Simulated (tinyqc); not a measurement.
Inside a calculation. Model: read current of a NAND string, cells in series solved by shooting.

Numbers from tinyqc (`OMP_NUM_THREADS=1 python tinyqc.py 2142045 2142046 out.jsonl`; about 0.5 s on one thread of a shared Intel Xeon 2.30GHz). Printed values are rounded.

Cells in series, numbered from 0 at the source line (0 V) to the bit line, each followed by a gap resistance Rg. A cell with gate Vg, threshold VT, source Vs and drain Vd passes I = 2 nf K Vt^2 [F(Vs) - F(Vd)]/(1 + th max(Vg - VT, 0)), F(V) = ln^2(1 + exp((Vg - VT - nf V)/(2 nf Vt))). The selected cell has Vg = Vr, the others Vg = Vp.

Inputs (values chosen for the exercise); values of the order met in vertical NAND strings: temperature T = 300 K; gain factor of a cell K = 13 uA/V^2; slope factor nf = 2.5; mobility reduction factor th = 0.19 1/V; resistance of the gap between cells Rg = 2 kohm; bit-line voltage Vbl = 0.3 V; pass voltage Vp = 7.9 V; read voltage on the selected word line Vr = 2.31 V.

Constants: q = 1.602176634e-19 C, kB = 1.380649e-23 J/K, Vt = kB T/q. Results are converted to the units shown.

## Step 1: node voltages for a trial current

first trial current = 0.76 uA
thresholds from the source end, cell 0 to 4 (V): [1.3, 3.8, -0.8, 3.8, -0.8]

For a trial current I start at 0 V and, cell by cell (the selected one is cell 0), solve for the drain: sqrt(F(Vd)) = sqrt(F(Vs) - I/k), k = 2 nf K Vt^2/(1 + th max(Vg - VT, 0)), Vd = [Vg - VT - 2 nf Vt ln(exp(sqrt F) - 1)]/nf, then add I Rg.

node voltage after each cell and gap, trial 1, cell 0 to 4 (V): [0.0777566, 0.106137, 0.126095, 0.155349, 0.175582]

## Step 2: node voltages for a trial current

second trial current = 1.1 uA

As before.

node voltage after each cell and gap, trial 2, cell 0 to 4 (V): [0.119084, 0.161403, 0.190772, 0.235133, 0.265124]

## Course of the secant iteration

Secant steps on the end voltage less Vbl, from the two trials; a trial above the saturation current of a cell has no solution and is moved halfway to the previous trial. Stop below 1e-9 V.

Course of the iteration:
```
iteration,I (uA),end voltage - Vbl (V),halvings
1,1.23243,2.71e-3,0
2,1.22288,-6.11e-5,0
3,1.22309,-1.08e-7,0
4,1.22309,4.33e-12,0
```

Converged in 4 iterations to I = 1.2231 uA. The selected cell takes 44.4 % of the bit-line voltage and the gaps together 4.08 %.
